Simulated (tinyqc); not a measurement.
Pillar capacitor in an array: capacitance, non-linearity, leakage and relaxation: one step of the calculation.

A film between two metal electrodes, each interface adding a series capacitance ci. The small-signal permittivity is ek (1 + aq E^2); the field is found with the linear permittivity. Leakage J = J0 sinh(E/Ef). After a voltage step the film passes a relaxation current kr C V tt^(-nr), tt being the time in seconds. The sidewall is a coaxial capacitor with radii a = dm/2 and b = dm/2 + t, depth AR dm; the end face is left out.

Question. Planar capacitance, field and non-linearity. Planar film: Cf = eps0 ek/t, 1/C = 1/Cf + 2/ci, EOT = 3.9 eps0/C, effective permittivity C t/eps0, E = (V/t) C/Cf; quadratic coefficient [C(V)/C - 1]/V^2 with Cf (1 + aq E^2) in C(V).

Values chosen for this exercise; permittivity of the order of that of titanium dioxide: relative permittivity of the film ek = 80.2; film thickness t = 13 nm; capacitance of each electrode interface (dead layer and screening) ci = 1000 uF/cm^2; quadratic field coefficient of the permittivity aq = 0.028 cm^2/MV^2; bias V = 1.6 V; leakage prefactor J0 = 4.7e-11 A/cm^2; field for an e-fold rise of the leakage Ef = 0.43 MV/cm.

Constants: eps0 = 8.8541878128e-14 F/cm where lengths are in cm. Results are converted to the units shown.

Wanted: Cf; C; EOT; effective permittivity; E; quadratic coefficient; J.

Answer.

Cf = 5.462 uF/cm^2
C = 5.403 uF/cm^2
EOT = 0.6391 nm
effective permittivity = 79.33
E = 1.217 MV/cm
quadratic coefficient = 1.603e4 ppm/V^2
J = 3.974e-10 A/cm^2

The interfaces take 1.08 % of the voltage.

Computed by the program tinyqc: `OMP_NUM_THREADS=1 python tinyqc.py 2102022 2102023 out.jsonl`, one thread of a shared Intel Xeon 2.30GHz, about 0.01 s for the whole run.
